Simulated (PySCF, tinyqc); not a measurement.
Worked calculation (part 1 of 2): RHF in the sto-3g basis, for BeH2, spin multiplicity 1. The lowest restricted solution is unstable here: a spin-polarised one lies 0.0006 hartree lower (PySCF). Computed by tinyqc, a small Python program that keeps every step (integrals from PySCF). Settings: charge = 0, multiplicity = 1, basis = sto-3g, energy threshold = 1e-10, iteration cap = 57, orthogonalisation = canonical, start = atomic densities, DIIS depth = 0, method = RHF. Command: `OMP_NUM_THREADS=1 python tinyqc.py 20723 20724 out.jsonl` (the two numbers bound the seeds that draw the settings). One thread of a shared host (Intel(R) Xeon(R) Processor @ 2.60GHz), about 0.1 s of CPU time with the checks. Later iterations appear only in the table of the cycle.

## One-electron integrals

Geometry (angstrom):
```
atom         x          y         z
Be    0.000000   0.000000  0.000000
H     0.000000   1.892000  0.069000
H     0.000000  -1.892000  0.069000
```

Basis sto-3g: exponents (1/bohr^2) and contraction coefficients of normalised primitives:
```
element  l (shell)   exponent  coefficient
Be           s (1)  30.167871     0.154329
Be           s (1)   5.495115     0.535328
Be           s (1)   1.487193     0.444635
Be           s (2)   1.314833    -0.099967
Be           s (2)   0.305539     0.399513
Be           s (2)   0.099371     0.700115
Be           p (3)   1.314833     0.155916
Be           p (3)   0.305539     0.607684
Be           p (3)   0.099371     0.391957
H            s (1)   3.425251     0.154329
H            s (1)   0.623914     0.535328
H            s (1)   0.168855     0.444635
```

Overlap, kinetic and nuclear-attraction integrals over the contracted functions; the nuclear repulsion is the sum of Za Zb / Rab.

nuclear repulsion = 2.37589527 hartree

overlap S, lower triangle:
```
           1Be 1s    1Be 2s   1Be 2px    1Be 2py   1Be 2pz     2H 1s     3H 1s
1Be 1s   1.000000
1Be 2s   0.259517  1.000000
1Be 2px  0.000000  0.000000  1.000000
1Be 2py  0.000000  0.000000  0.000000   1.000000
1Be 2pz  0.000000  0.000000  0.000000   0.000000  1.000000
2H 1s    0.020478  0.262769  0.000000   0.345522  0.012601  1.000000
3H 1s    0.020478  0.262769  0.000000  -0.345522  0.012601  0.003042  1.000000
```

kinetic energy T (hartree), lower triangle:
```
            1Be 1s    1Be 2s   1Be 2px    1Be 2py   1Be 2pz      2H 1s     3H 1s
1Be 1s    6.693975
1Be 2s   -0.033012  0.211111
1Be 2px   0.000000  0.000000  0.660592
1Be 2py   0.000000  0.000000  0.000000   0.660592
1Be 2pz   0.000000  0.000000  0.000000   0.000000  0.660592
2H 1s    -0.006432  0.011624  0.000000   0.057639  0.002102   0.760032
3H 1s    -0.006432  0.011624  0.000000  -0.057639  0.002102  -0.001832  0.760032
```

nuclear attraction V (hartree), lower triangle:
```
             1Be 1s     1Be 2s    1Be 2px    1Be 2py    1Be 2pz      2H 1s      3H 1s
1Be 1s   -15.120104
1Be 2s    -2.044319  -2.865351
1Be 2px    0.000000   0.000000  -2.804863
1Be 2py    0.000000   0.000000   0.000000  -2.929392
1Be 2pz   -0.000657  -0.006682   0.000000   0.000000  -2.805029
2H 1s     -0.159963  -0.637688   0.000000  -0.813835  -0.030011  -2.483757
3H 1s     -0.159963  -0.637688   0.000000   0.813835  -0.030011  -0.009483  -2.483757
```

core Hamiltonian H = T + V (hartree), lower triangle:
```
            1Be 1s     1Be 2s    1Be 2px    1Be 2py    1Be 2pz      2H 1s      3H 1s
1Be 1s   -8.426130
1Be 2s   -2.077331  -2.654240
1Be 2px   0.000000   0.000000  -2.144271
1Be 2py   0.000000   0.000000   0.000000  -2.268800
1Be 2pz  -0.000657  -0.006682   0.000000   0.000000  -2.144437
2H 1s    -0.166395  -0.626064   0.000000  -0.756196  -0.027909  -1.723725
3H 1s    -0.166395  -0.626064   0.000000   0.756196  -0.027909  -0.011315  -1.723725
```

## Two-electron integrals

Functions are numbered as in S; the eight-fold symmetry (ij|kl) = (ji|kl) = (kl|ij) leaves the list below.

Two-electron integrals (ij|kl) in chemists' order, unique and non-zero (hartree):
```
(11|11) 2.298831    (21|11) 0.392036    (21|21) 0.079539    (22|11) 0.570988
(22|21) 0.143041    (22|22) 0.417683    (31|31) 0.014607    (32|31) 0.021888
(32|32) 0.092265    (33|11) 0.569578    (33|21) 0.143083    (33|22) 0.417589
(33|33) 0.449859    (41|41) 0.014607    (42|41) 0.021888    (42|42) 0.092265
(43|43) 0.024249    (44|11) 0.569578    (44|21) 0.143083    (44|22) 0.417589
(44|33) 0.401360    (44|44) 0.449859    (51|51) 0.014607    (52|51) 0.021888
(52|52) 0.092265    (53|53) 0.024249    (54|54) 0.024249    (55|11) 0.569578
(55|21) 0.143083    (55|22) 0.417589    (55|33) 0.401360    (55|44) 0.401360
(55|55) 0.449859    (61|11) 0.030462    (61|21) 0.006180    (61|22) 0.011228
(61|33) 0.011156    (61|41) 0.000566    (61|42) 0.001067    (61|44) 0.011376
(61|51) 0.000021    (61|52) 0.000039    (61|54) 0.000008    (61|55) 0.011156
(61|61) 0.000505    (62|11) 0.104572    (62|21) 0.026744    (62|22) 0.089478
(62|33) 0.085772    (62|41) 0.003405    (62|42) 0.023823    (62|44) 0.096784
(62|51) 0.000124    (62|52) 0.000869    (62|54) 0.000402    (62|55) 0.085787
(62|61) 0.002305    (62|62) 0.033715    (63|31) 0.001997    (63|32) 0.010311
(63|43) 0.003745    (63|53) 0.000137    (63|63) 0.002418    (64|11) 0.125133
(64|21) 0.032292    (64|22) 0.112450    (64|33) 0.106036    (64|41) 0.005331
(64|42) 0.036385    (64|44) 0.125136    (64|51) 0.000122    (64|52) 0.000951
(64|54) 0.000560    (64|55) 0.106052    (64|61) 0.002860    (64|62) 0.047204
(64|64) 0.067145    (65|11) 0.004564    (65|21) 0.001178    (65|22) 0.004101
(65|33) 0.003867    (65|41) 0.000122    (65|42) 0.000951    (65|44) 0.004290
(65|51) 0.002002    (65|52) 0.010346    (65|54) 0.003761    (65|55) 0.004141
(65|61) 0.000104    (65|62) 0.001722    (65|64) 0.002361    (65|65) 0.002504
(66|11) 0.279275    (66|21) 0.072437    (66|22) 0.271836    (66|33) 0.254354
(66|41) 0.008902    (66|42) 0.084851    (66|44) 0.306321    (66|51) 0.000325
(66|52) 0.003094    (66|54) 0.001895    (66|55) 0.254423    (66|61) 0.006268
(66|62) 0.140471    (66|64) 0.205496    (66|65) 0.007494    (66|66) 0.774606
(71|11) 0.030462    (71|21) 0.006180    (71|22) 0.011228    (71|33) 0.011156
(71|41) -0.000566   (71|42) -0.001067   (71|44) 0.011376    (71|51) 0.000021
(71|52) 0.000039    (71|54) -0.000008   (71|55) 0.011156    (71|61) 0.000458
(71|62) 0.001941    (71|64) 0.002293    (71|65) 0.000090    (71|66) 0.005278
(71|71) 0.000505    (72|11) 0.104572    (72|21) 0.026744    (72|22) 0.089478
(72|33) 0.085772    (72|41) -0.003405   (72|42) -0.023823   (72|44) 0.096784
(72|51) 0.000124    (72|52) 0.000869    (72|54) -0.000402   (72|55) 0.085787
(72|61) 0.001941    (72|62) 0.014674    (72|64) 0.017593    (72|65) 0.000750
(72|66) 0.044456    (72|71) 0.002305    (72|72) 0.033715    (73|31) 0.001997
(73|32) 0.010311    (73|43) -0.003745   (73|53) 0.000137    (73|63) 0.000706
(73|73) 0.002418    (74|11) -0.125133   (74|21) -0.032292   (74|22) -0.112450
(74|33) -0.106036   (74|41) 0.005331    (74|42) 0.036385    (74|44) -0.125136
(74|51) -0.000122   (74|52) -0.000951   (74|54) 0.000560    (74|55) -0.106052
(74|61) -0.002293   (74|62) -0.017593   (74|64) -0.020955   (74|65) -0.000889
(74|66) -0.053861   (74|71) -0.002860   (74|72) -0.047204   (74|74) 0.067145
(75|11) 0.004564    (75|21) 0.001178    (75|22) 0.004101    (75|33) 0.003867
(75|41) -0.000122   (75|42) -0.000951   (75|44) 0.004290    (75|51) 0.002002
(75|52) 0.010346    (75|54) -0.003761   (75|55) 0.004141    (75|61) 0.000090
(75|62) 0.000750    (75|64) 0.000889    (75|65) 0.000744    (75|66) 0.002294
(75|71) 0.000104    (75|72) 0.001722    (75|74) -0.002361   (75|75) 0.002504
(76|11) 0.001878    (76|21) 0.000464    (76|22) 0.001315    (76|33) 0.001305
(76|44) 0.001334    (76|51) 0.000005    (76|52) 0.000027    (76|55) 0.001306
(76|61) 0.000036    (76|62) 0.000285    (76|64) 0.000361    (76|65) 0.000016
(76|66) 0.000874    (76|71) 0.000036    (76|72) 0.000285    (76|74) -0.000361
(76|75) 0.000016    (76|76) 4.17e-06    (77|11) 0.279275    (77|21) 0.072437
(77|22) 0.271836    (77|33) 0.254354    (77|41) -0.008902   (77|42) -0.084851
(77|44) 0.306321    (77|51) 0.000325    (77|52) 0.003094    (77|54) -0.001895
(77|55) 0.254423    (77|61) 0.005278    (77|62) 0.044456    (77|64) 0.053861
(77|65) 0.002294    (77|66) 0.139846    (77|71) 0.006268    (77|72) 0.140471
(77|74) -0.205496   (77|75) 0.007494    (77|76) 0.000874    (77|77) 0.774606
```

## Orthogonalisation

S = U s U^T; canonical form X = U s^(-1/2), so that X^T S X = 1. Each column of U has its largest component positive (the first on a tie).

eigenvalues of S: 0.509835  0.560794  0.970327  1.000000  1.003504  1.468418  1.487123

X:
```
                 1          2          3         4          5         6          7
1Be 1s    0.000000  -0.515457   0.788073  0.000000  -0.266023  0.347531   0.000000
1Be 2s    0.000000   0.958620  -0.028951  0.000000  -0.024297  0.573670   0.000000
1Be 2px   0.000000   0.000000   0.000000  1.000000   0.000000  0.000000   0.000000
1Be 2py   0.988765   0.000000   0.000000  0.000000   0.000000  0.000000   0.580746
1Be 2pz   0.000000   0.031365   0.329136  0.000000   0.943780  0.018277   0.000000
2H 1s    -0.701343  -0.546605  -0.387526  0.000000   0.131204  0.339703   0.409373
3H 1s     0.701343  -0.546605  -0.387526  0.000000   0.131204  0.339703  -0.409373
```

## Starting guess

The start is atomic minimal-basis densities projected into this basis (PySCF's MINAO start) and scaled to the electron count of each spin; this density is not idempotent, so its energy is not variational and may lie below the converged one.

D at the start, lower triangle:
```
            1Be 1s     1Be 2s   1Be 2px    1Be 2py   1Be 2pz     2H 1s     3H 1s
1Be 1s    2.153730
1Be 2s   -0.524586   2.048838
1Be 2px   0.000000   0.000000  0.000000
1Be 2py   0.000000   0.000000  0.000000   0.002438
1Be 2pz   0.000641  -0.001621  0.000000   0.000000  0.000004
2H 1s    -0.032950   0.128186  0.000000   0.033769  0.001100  0.944227
3H 1s    -0.032950   0.128186  0.000000  -0.033769  0.001100  0.008599  0.944227
```

## Iteration 1: building the Fock matrix

J_ij = sum D_kl (ij|kl), K_ij = sum D_kl (ik|jl); F = H + J - 0.5 K; E = tr D H + tr D J / 2 - 0.25 tr D K + E_nn.

Coulomb J (hartree), lower triangle:
```
           1Be 1s    1Be 2s   1Be 2px    1Be 2py   1Be 2pz     2H 1s     3H 1s
1Be 1s   6.304957
1Be 2s   1.208375  2.509443
1Be 2px  0.000000  0.000000  2.470359
1Be 2py  0.000000  0.000000  0.000000   2.576813
1Be 2pz  0.000647  0.006187  0.000000   0.000000  2.470500
2H 1s    0.094430  0.571846  0.000000   0.733445  0.027065  2.010823
3H 1s    0.094430  0.571846  0.000000  -0.733445  0.027065  0.008096  2.010823
```

exchange K (hartree), lower triangle:
```
           1Be 1s    1Be 2s   1Be 2px    1Be 2py   1Be 2pz     2H 1s     3H 1s
1Be 1s   4.702937
1Be 2s   0.803330  0.986719
1Be 2px  0.000000  0.000000  0.207698
1Be 2py  0.000000  0.000000  0.000000   0.359925
1Be 2pz  0.000353  0.004034  0.000000   0.000000  0.207900
2H 1s    0.069228  0.352636  0.000000   0.268858  0.009803  0.848869
3H 1s    0.069228  0.352636  0.000000  -0.268858  0.009803  0.039327  0.848869
```

Fock matrix F (hartree), lower triangle:
```
            1Be 1s     1Be 2s   1Be 2px    1Be 2py    1Be 2pz      2H 1s      3H 1s
1Be 1s   -4.472640
1Be 2s   -1.270621  -0.638156
1Be 2px   0.000000   0.000000  0.222239
1Be 2py   0.000000   0.000000  0.000000   0.128051
1Be 2pz  -0.000187  -0.002511  0.000000   0.000000   0.222114
2H 1s    -0.106580  -0.230537  0.000000  -0.157180  -0.005746  -0.137337
3H 1s    -0.106580  -0.230537  0.000000   0.157180  -0.005746  -0.022883  -0.137337
```

total energy of this density = -15.15438300 hartree

This density is the starting one; it is not idempotent, so its energy is not variational and may lie below the converged one.

## Iteration 1: diagonalisation and new density

Diagonalise F' = X^T F X, C = X C', fill 3 alpha and 3 beta electrons from the bottom; D = 2 C_occ C_occ^T. Each column has its largest component positive (the first on a tie).

F' = X^T F X (hartree), lower triangle:
```
          1          2          3         4          5          6          7
1  0.448587
2  0.000000  -0.251296
3  0.000000   1.004801  -2.621657
4  0.000000   0.000000   0.000000  0.222239
5  0.000000  -0.337761   0.994120  0.000000  -0.125815
6  0.000000   0.534473  -1.655525  0.000000   0.590098  -1.523991
7  0.140047   0.000000   0.000000  0.000000   0.000000   0.000000  -0.144647
```

orbital energies (hartree): MO1 -4.475814, MO2 -0.388700, MO3 -0.176047, MO4 0.118628, MO5 0.222239, MO6 0.223126, MO7 0.479987

coefficients C:
```
               MO1        MO2        MO3        MO4       MO5        MO6        MO7
1Be 1s    0.992042  -0.232813   0.000000  -0.199239  0.000000  -0.016016   0.000000
1Be 2s    0.029708   0.758198   0.000000   0.817991  0.000000   0.067975   0.000000
1Be 2px   0.000000   0.000000   0.000000   0.000000  1.000000   0.000000   0.000000
1Be 2py   0.000000   0.000000   0.350361   0.000000  0.000000   0.000000   1.091866
1Be 2pz   0.000121   0.003945   0.000000  -0.076640  0.000000   0.997236   0.000000
2H 1s    -0.003070   0.323931   0.552892  -0.686947  0.000000  -0.068772  -0.594792
3H 1s    -0.003070   0.323931  -0.552892  -0.686947  0.000000  -0.068772   0.594792
```

D after iteration 1, lower triangle:
```
            1Be 1s    1Be 2s   1Be 2px    1Be 2py   1Be 2pz      2H 1s     3H 1s
1Be 1s    2.076698
1Be 2s   -0.294094  1.151494
1Be 2px   0.000000  0.000000  0.000000
1Be 2py   0.000000  0.000000  0.000000   0.245506
1Be 2pz  -0.001596  0.005990  0.000000   0.000000  0.000031
2H 1s    -0.156921  0.491026  0.000000   0.387424  0.002555   0.821262
3H 1s    -0.156921  0.491026  0.000000  -0.387424  0.002555  -0.401498  0.821262
```

## Iteration 2: building the Fock matrix

As before.

Coulomb J (hartree), lower triangle:
```
           1Be 1s    1Be 2s   1Be 2px    1Be 2py   1Be 2pz     2H 1s     3H 1s
1Be 1s   6.178170
1Be 2s   1.184510  2.473571
1Be 2px  0.000000  0.000000  2.420644
1Be 2py  0.000000  0.000000  0.000000   2.568976
1Be 2pz  0.001184  0.009358  0.000000   0.000000  2.420813
2H 1s    0.092662  0.576294  0.000000   0.744098  0.027604  2.054927
3H 1s    0.092662  0.576294  0.000000  -0.744098  0.027604  0.007998  2.054927
```

exchange K (hartree), lower triangle:
```
           1Be 1s    1Be 2s   1Be 2px    1Be 2py   1Be 2pz      2H 1s     3H 1s
1Be 1s   4.632918
1Be 2s   0.801135  0.824137
1Be 2px  0.000000  0.000000  0.157864
1Be 2py  0.000000  0.000000  0.000000   0.623304
1Be 2pz  0.000079  0.011027  0.000000   0.000000  0.158119
2H 1s    0.063119  0.401435  0.000000   0.454990  0.011559   0.985714
3H 1s    0.063119  0.401435  0.000000  -0.454990  0.011559  -0.042315  0.985714
```

Fock matrix F (hartree), lower triangle:
```
            1Be 1s     1Be 2s   1Be 2px    1Be 2py    1Be 2pz      2H 1s      3H 1s
1Be 1s   -4.564418
1Be 2s   -1.293388  -0.592737
1Be 2px   0.000000   0.000000  0.197440
1Be 2py   0.000000   0.000000  0.000000  -0.011476
1Be 2pz   0.000488  -0.002837  0.000000   0.000000   0.197317
2H 1s    -0.105293  -0.250488  0.000000  -0.239592  -0.006085  -0.161655
3H 1s    -0.105293  -0.250488  0.000000   0.239592  -0.006085   0.017840  -0.161655
```

total energy of this density = -15.36927563 hartree

## Iteration 2: diagonalisation and new density

As before.

F' = X^T F X (hartree), lower triangle:
```
          1          2          3         4          5          6          7
1  0.476794
2  0.000000  -0.158416
3  0.000000   1.043503  -2.677277
4  0.000000   0.000000   0.000000  0.197440
5  0.000000  -0.354600   1.005263  0.000000  -0.154517
6  0.000000   0.567500  -1.686388  0.000000   0.599684  -1.540380
7  0.097692   0.000000   0.000000  0.000000   0.000000   0.000000  -0.291877
```

orbital energies (hartree): MO1 -4.567455, MO2 -0.378133, MO3 -0.304099, MO4 0.194045, MO5 0.197440, MO6 0.220954, MO7 0.489015

coefficients C:
```
               MO1        MO2        MO3        MO4       MO5        MO6        MO7
1Be 1s    0.992364  -0.219281   0.000000   0.078752  0.000000  -0.198061   0.000000
1Be 2s    0.028651   0.708606   0.000000  -0.316436  0.000000   0.803992   0.000000
1Be 2px   0.000000   0.000000   0.000000   0.000000  1.000000   0.000000   0.000000
1Be 2py   0.000000   0.000000   0.453514   0.000000  0.000000   0.000000   1.053209
1Be 2pz  -0.000009   0.005349   0.000000   0.928846  0.000000   0.370926   0.000000
2H 1s    -0.003501   0.363977   0.493268   0.233033  0.000000  -0.628308  -0.645100
3H 1s    -0.003501   0.363977  -0.493268   0.233033  0.000000  -0.628308   0.645100
```

D after iteration 2, lower triangle:
```
            1Be 1s    1Be 2s   1Be 2px    1Be 2py   1Be 2pz      2H 1s     3H 1s
1Be 1s    2.065743
1Be 2s   -0.253904  1.005887
1Be 2px   0.000000  0.000000  0.000000
1Be 2py   0.000000  0.000000  0.000000   0.411350
1Be 2pz  -0.002364  0.007581  0.000000   0.000000  0.000057
2H 1s    -0.166576  0.515632  0.000000   0.447408  0.003894   0.751610
3H 1s    -0.166576  0.515632  0.000000  -0.447408  0.003894  -0.221644  0.751610
```

## Iteration 12 (converged): orbitals

converged F (hartree), lower triangle:
```
            1Be 1s     1Be 2s   1Be 2px    1Be 2py    1Be 2pz      2H 1s      3H 1s
1Be 1s   -4.548764
1Be 2s   -1.293245  -0.560585
1Be 2px   0.000000   0.000000  0.209715
1Be 2py   0.000000   0.000000  0.000000  -0.047714
1Be 2pz   0.000757  -0.003575  0.000000   0.000000   0.209546
2H 1s    -0.105848  -0.253150  0.000000  -0.250949  -0.006788  -0.162743
3H 1s    -0.105848  -0.253150  0.000000   0.250949  -0.006788   0.005619  -0.162743
```

As before.

F' = X^T F X (hartree), lower triangle:
```
          1          2          3         4          5          6          7
1  0.483820
2  0.000000  -0.127845
3  0.000000   1.032999  -2.669136
4  0.000000   0.000000   0.000000  0.209715
5  0.000000  -0.351873   1.007551  0.000000  -0.143292
6  0.000000   0.587646  -1.678157  0.000000   0.595717  -1.533285
7  0.070547   0.000000   0.000000  0.000000   0.000000   0.000000  -0.311167
```

orbital energies (hartree): MO1 -4.551999, MO2 -0.368651, MO3 -0.317379, MO4 0.207079, MO5 0.209715, MO6 0.240012, MO7 0.490031

coefficients C:
```
               MO1        MO2        MO3        MO4       MO5        MO6        MO7
1Be 1s    0.992134  -0.210019   0.000000   0.066822  0.000000  -0.213070   0.000000
1Be 2s    0.029453   0.668364   0.000000  -0.264530  0.000000   0.855526   0.000000
1Be 2px   0.000000   0.000000   0.000000   0.000000  1.000000   0.000000   0.000000
1Be 2py   0.000000   0.000000   0.491781   0.000000  0.000000   0.000000   1.035893
1Be 2pz  -0.000062   0.007329   0.000000   0.954463  0.000000   0.298857   0.000000
2H 1s    -0.003456   0.394183   0.469312   0.178257  0.000000  -0.628011  -0.662732
3H 1s    -0.003456   0.394183  -0.469312   0.178257  0.000000  -0.628011   0.662732
```

D after iteration 12, lower triangle:
```
            1Be 1s    1Be 2s   1Be 2px    1Be 2py   1Be 2pz      2H 1s     3H 1s
1Be 1s    2.056875
1Be 2s   -0.222296  0.895155
1Be 2px   0.000000  0.000000  0.000000
1Be 2py   0.000000  0.000000  0.000000   0.483696
1Be 2pz  -0.003202  0.009793  0.000000   0.000000  0.000107
2H 1s    -0.172430  0.526712  0.000000   0.461597  0.005778   0.751293
3H 1s    -0.172430  0.526712  0.000000  -0.461597  0.005778  -0.129723  0.751293
```

## Convergence

Stop when the energy changes by less than 1e-10 hartree and every element of the error matrix X^T (F D S - S D F) X is below 3e-06.

Course of the cycle:
```
iteration   E (hartree)     change  largest element of the error matrix
1          -15.15438300          -                             1.64e-01
2          -15.36927563  -2.15e-01                             1.52e-01
3          -15.39397088  -2.47e-02                             3.82e-02
4          -15.39672617  -2.76e-03                             1.39e-02
5          -15.39704146  -3.15e-04                             4.61e-03
6          -15.39707723  -3.58e-05                             1.56e-03
7          -15.39708127  -4.05e-06                             5.22e-04
8          -15.39708173  -4.58e-07                             1.75e-04
9          -15.39708178  -5.18e-08                             5.89e-05
10         -15.39708179  -5.87e-09                             1.98e-05
11         -15.39708179  -6.66e-10                             6.66e-06
12         -15.39708179  -7.56e-11                             2.24e-06
```

PySCF RHF in the same basis = -15.39708179 hartree

Converged in 12 iterations.
